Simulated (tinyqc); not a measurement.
Worked calculation: tight binding, dimerised chain. One step of it, computed by the program tinyqc.

Question. Bloch Hamiltonian at k. H_AA = +delta, H_BB = -delta, H_AB = -t1 - t2 exp(-i k a).

Parameters chosen for this model:

| parameter | value | unit |
|---|---|---|
| t1 | 0.770000 | eV, inside the cell |
| t2 | 2.060000 | eV, between cells |
| delta | 0 | eV, +/- on the two sites |

k point k (2 pi / a): 0.220000

Give: H(k) at k.

Answer.

H(k) at k (eV):
```
                 A                B
A           0.0000  -1.1560+2.0235i
B  -1.1560-2.0235i           0.0000
```
